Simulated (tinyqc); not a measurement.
All together: low-temperature mobility of a two-dimensional electron gas with static screening. Computed by tinyqc, a small Python program. Command: `OMP_NUM_THREADS=1 python tinyqc.py 3005646 3005647 out.jsonl twodeg walk`. One thread of a shared host (Intel(R) Xeon(R) Processor @ 2.30GHz), about 0.01 s of CPU time with the checks.

One subband is filled, the gas is degenerate and scatters at the Fermi circle; one permittivity serves on both sides of the interface. All formulas are in SI units, masses times m_0. Piezoelectric and polar phonons are left out, and n_s is taken as set by a gate, independent of N_i.

Inputs (values chosen for the exercise, modelled on a strained silicon well):

| quantity | value | unit |
|---|---|---|
| in-plane mass m | 0.197 | m_0 |
| mass across the layer m_z | 0.88 | m_0 |
| permittivity eps | 11.6 | - |
| valley degeneracy g_v | 2 | - |
| sheet density n_s | 1.1e+13 | 1/cm^2 |
| depletion charge N_d | 7.7e+10 | 1/cm^2 |
| roughness height Delta | 0.26 | nm |
| correlation length Lambda | 4.6 | nm |
| remote charge density N_i | 1.8e+11 | 1/cm^2 |
| distance d of the charges from the interface | 23 | nm |
| density rho | 2329 | kg/m^3 |
| sound velocity v_l | 9150 | m/s |
| deformation potential D_A | 8.8 | eV |
| temperature T | 4.2 | K |

Wave function: ideal sheet. Roughness spectrum: Gaussian.

Constants: m_0 = 9.1093837015e-31 kg; e = 1.602176634e-19 C; eps_0 = 8.8541878128e-12 F/m; hbar = 1.054571817e-34 J s; k_B = 1.380649e-23 J/K.

Method:
- k_F = sqrt(2 pi n_s/g_v); E_F = hbar^2 k_F^2/(2 m); q_TF = g_v m e^2/(2 pi eps eps_0 hbar^2); Fang-Howard parameter b = [12 m_z e^2 (N_d + 11 n_s/32)/(eps eps_0 hbar^2)]^(1/3), mean depth 3/b; effective field F = e (N_d + n_s/2)/(eps eps_0).
- Form factors of a sheet of zero thickness: G(q) = 1, P(q) = exp(-q d). Dielectric function eps(q) = 1 + q_TF G(q)/q, with q = 2 k_F sin(theta/2).
- Roughness: <|U|^2> = (e F)^2 S(q), S = pi Delta^2 Lambda^2 exp(-q^2 Lambda^2/4).
- 1/tau_t = (m/(pi hbar^3)) int_0^pi (1 - cos theta) <|U|^2>/eps(q)^2 dtheta; the quantum rate 1/tau_q drops the factor (1 - cos theta); 200 Gauss-Legendre points in s with theta = pi s^2, s from 0 to 1; mu = e tau_t/m.
- Remote charges: <|U|^2> = N_i [e^2 P(q)/(2 eps eps_0 q)]^2.
- Unscreened deformation potential in equipartition: 1/tau = m D_A^2 k_B T I/(rho v_l^2 hbar^3), I = int |psi|^4 dz = 3 b/16 for the Fang-Howard function (used for both wave-function options); mu = e tau/m. Bloch-Grueneisen temperature T_BG = 2 hbar v_l k_F/k_B.
- At the Fermi circle the rates add, so 1/mu is the sum; sheet resistance 1/(n_s e mu); mean free path hbar k_F mu/e; the quantum time adds the rates 1/tau_q, with the isotropic acoustic rate e/(m mu).

roughness mobility = 23979.2 cm^2/(V s)

remote-charge mobility = 2.33660e+08 cm^2/(V s)

acoustic mobility = 259568 cm^2/(V s)

k_F = 0.587856 1/nm

tau_q, roughness = 1.02618 ps

tau_q, charges = 33.6237 ps

Mobilities:

| process | mu (cm^2/(V s)) | share of 1/mu (%) |
|---|---|---|
| roughness | 23979 | 91.535 |
| remote charges | 2.3366e+08 | 0.0093937 |
| acoustic phonons | 2.5957e+05 | 8.4561 |

mobility mu = 21949 cm^2/(V s)

sheet resistance = 25.851 ohm

mean free path = 849.29 nm

Dingle ratio tau_t/tau_q = 2.5534

What follows from these numbers?

The largest single share of 1/mu (92 %) belongs to roughness: the field presses the gas against the interface, and the rate goes as F^2. The Dingle ratio of 2.55 lies between the short-range and smooth limits. Caution: T is below the Bloch-Grueneisen temperature T_BG, so equipartition fails: the acoustic mobility is only a lower bound and the acoustic share of 1/mu is overstated.

Extremes, crossings and ranges named in words are read from the listed rows.
